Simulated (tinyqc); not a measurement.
From one set of inputs to another, one input at a time: shallow acceptor in the spherical model (Baldereschi-Lipari), strong spin-orbit limit. Computed by tinyqc, a small Python program. Command: `OMP_NUM_THREADS=1 python tinyqc.py 3006196 3006197 out.jsonl acceptor ladder`. One thread of a shared host (Intel(R) Xeon(R) Processor @ 2.30GHz), about 0.02 s of CPU time with the checks.

The 1S(3/2) state has an s envelope f(r) and a d envelope g(r). In effective units they obey -(f'' + 2f'/r + 2f/r) + mu (g'' + 5g'/r + 3g/r^2) = E f and -(g'' + 2g'/r - 6g/r^2 + 2g/r) + mu (f'' - f'/r) = E g. The cubic term, the split-off band and the central cell are left out.

The inputs printed are set A. Set A is modelled on InP; the values taken over come from a set modelled on InAs. Inputs not listed in the table keep their values of set A, so the rows need not describe a real material.

Inputs (values chosen for the exercise, modelled on InP): Luttinger gamma_1 = 5.17; Luttinger gamma_2 = 1.6; Luttinger gamma_3 = 2.06; dielectric constant eps = 12.5; spin-orbit gap Delta_so = 108 meV.

Constants: Ry = 13.605693123 eV; a_0 = 0.529177210903 angstrom.

Method:
- Ry* = Ry/(gamma_1 eps^2), a* = a_0 eps gamma_1, mu = (6 gamma_3 + 4 gamma_2)/(5 gamma_1), delta = (gamma_3 - gamma_2)/gamma_1; spherical masses 1/(gamma_1 (1 - mu)) (heavy) and 1/(gamma_1 (1 + mu)) (light).
- Basis: f_i = exp(-zeta_i r), g_i = r exp(-zeta_i r), weight r^2 dr, s = zeta_i + zeta_j. S_ff = 2/s^3, H_ff = zeta_i zeta_j S_ff - 2/s^2; S_gg = 24/s^5, H_gg = 8/s^3 + 24 zeta_i zeta_j/s^5 - 12/s^4; H(f_i, g_j) = mu (6 zeta_i^2/s^4 + 2 zeta_i/s^3); S_fg = 0. Each function is normalised by sqrt(S_ii).
- Large basis: zeta_i = 0.08 x 1.55^(i-1), i = 1..20 in each channel; overlap eigenvalues below 1e-11 are dropped.
- Binding energies are -E Ry*; the mass that fits is E(1S) eps^2/Ry.

Each row keeps all changes above it:
```
input moved              from    to  1S(3/2) binding energy (meV)  2S(3/2) binding energy (meV)  heavy-hole mass (m_0)
set A                       -     -                        33.546                        9.8650                0.70522
Luttinger gamma_1        5.17  19.8                         4.545                        1.1561                0.06231
Luttinger gamma_3        2.06  9.02                         6.743                        1.9195                0.12994
dielectric constant eps  12.5    15                         4.683                        1.3330                0.12994
Luttinger gamma_2         1.6  8.25                        12.333                        3.7619                0.42088
```

Where does the difference come from?

1S(3/2) binding energy goes from 33.5 to 12.3, a factor 0.368 in all. The largest single move comes from Luttinger gamma_1 (a factor 0.135), and Luttinger gamma_2 works against it (a factor 2.63). 2S(3/2) binding energy goes from 9.86 to 3.76, a factor 0.381 in all. The largest single move comes from Luttinger gamma_1 (a factor 0.117), and Luttinger gamma_2 works against it (a factor 2.82). Heavy-hole mass goes from 0.705 to 0.421, a factor 0.597 in all. The largest single move comes from Luttinger gamma_1 (a factor 0.0884), and Luttinger gamma_2 works against it (a factor 3.24). The single moves hold for this order of the switches; the total does not depend on the order.

Caution (rows set A): the binding exceeds a fifth of the spin-orbit gap Delta_so, so the split-off band, left out, matters. Caution (rows Luttinger gamma_3, dielectric constant eps): gamma_3 and gamma_2 differ by more than 0.17 gamma_1: band warping, left out here, adds several per cent to the binding.

Extremes, crossings and ranges named in words are read from the listed rows.
